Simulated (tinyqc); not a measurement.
Doping and barrier from two capacitances.

Inverse problem. A Schottky diode on a uniformly doped n-type layer obeys (A/C)^2 = 2 (Vbi - V - Vt)/(q eps0 eps_r Nd) in reverse bias, with phiB = Vbi + Vt ln(Nc/Nd) and image force ignored. Find Nd, Vbi and phiB.

Inputs (values chosen for the exercise); band and dielectric values close to those of cadmium telluride:
- T = 300 K (temperature)
- eps_r = 10.3 (relative permittivity)
- Nc = 8.14e17 cm^-3 (conduction-band density of states at T)
- A = 0.0022 cm^2 (diode area)

Constants: q = 1.602176634e-19 C, kB = 1.380649e-23 J/K, Vt = kB T/q, eps0 = 8.8541878128e-14 F/cm where lengths are in cm. Results are converted to the units shown.

C at V = -0.2 and -3.9 V (pF): [268.15556, 117.81916]

Solution. The slope of (A/C)^2 against -V gives Nd, the intercept Vbi - Vt, and the Fermi-level depth Vt ln(Nc/Nd) is added for the barrier.

Nd = 1.80e17 cm^-3
Vbi = 0.711 V
phiB = 0.750 eV

Program tinyqc, `OMP_NUM_THREADS=1 python tinyqc.py 2020011 2020012 out.jsonl`; Intel Xeon 2.30GHz, shared host, one thread, about 0.04 s.
